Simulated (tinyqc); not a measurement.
Worked calculation: MP2 on RHF in the sto-6g basis, for H2, spin multiplicity 1. One step of it, computed by the program tinyqc.

Task: Second-order Moller-Plesset energy. E2 = sum_ijab (ia|jb) [2 (ia|jb) - (ib|ja)] / (e_i + e_j - e_a - e_b) over occupied i, j and virtual a, b; the opposite-spin part is (ia|jb)^2 / denominator, the rest is same-spin, and SCS-MP2 scales them by 6/5 and 1/3.

orbital energies (hartree): MO1 -0.540095, MO2 0.565427

Two-electron integrals over orbitals (pq|rs), unique and non-zero (hartree):
```
p,q,r,s,(pq|rs)
1,1,1,1,0.654004
2,1,2,1,0.187812
2,2,1,1,0.645868
2,2,2,2,0.679233
```

Hartree-Fock energy = -1.11090007 hartree

Give: Terms; Pair energies; MP2 correlation energy; SCS-MP2 correlation energy; MP2 total energy.

Result:

Terms:
```
i,j,a,b,(ia|jb),(ib|ja),denominator,term
1,1,2,2,0.1878,0.1878,-2.2110,-0.0160
```

Pair energies (hartree; pair i-j sums ij and ji):
```
pair,opposite spin,same spin
1-1,-0.0160,0.0000
```

MP2 correlation energy = -0.015953 hartree

SCS-MP2 correlation energy = -0.019144 hartree

MP2 total energy = -1.126853 hartree
